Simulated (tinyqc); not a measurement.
Worked calculation: extended Hueckel theory, for H6-. The parameters take no account of the charge, which enters only through the electron count, and nothing here shows that the anion is bound. One step of it, computed by the program tinyqc.

Question. Wolfsberg-Helmholz matrix. H_ij = K' S_ij (H_ii + H_jj)/2 for i != j (the diagonal keeps H_ii), with K' = 2.

overlap S, lower triangle:
```
          1H 1s     2H 1s     3H 1s     4H 1s     5H 1s     6H 1s
1H 1s  1.000000
2H 1s  0.568026  1.000000
3H 1s  0.095459  0.358978  1.000000
4H 1s  0.020789  0.095459  0.568026  1.000000
5H 1s  0.001839  0.010439  0.095623  0.359478  1.000000
6H 1s  0.000273  0.001839  0.020828  0.095623  0.568026  1.000000
```

diagonal H_ii (eV): 1H 1s -13.600000, 2H 1s -13.600000, 3H 1s -13.600000, 4H 1s -13.600000, 5H 1s -13.600000, 6H 1s -13.600000

K = 2.000000

Give: H.

Answer.

H (eV), lower triangle:
```
          1H 1s     2H 1s     3H 1s     4H 1s     5H 1s     6H 1s
1H 1s  -13.6000
2H 1s  -15.4503  -13.6000
3H 1s   -2.5965   -9.7642  -13.6000
4H 1s   -0.5655   -2.5965  -15.4503  -13.6000
5H 1s   -0.0500   -0.2839   -2.6009   -9.7778  -13.6000
6H 1s   -0.0074   -0.0500   -0.5665   -2.6009  -15.4503  -13.6000
```
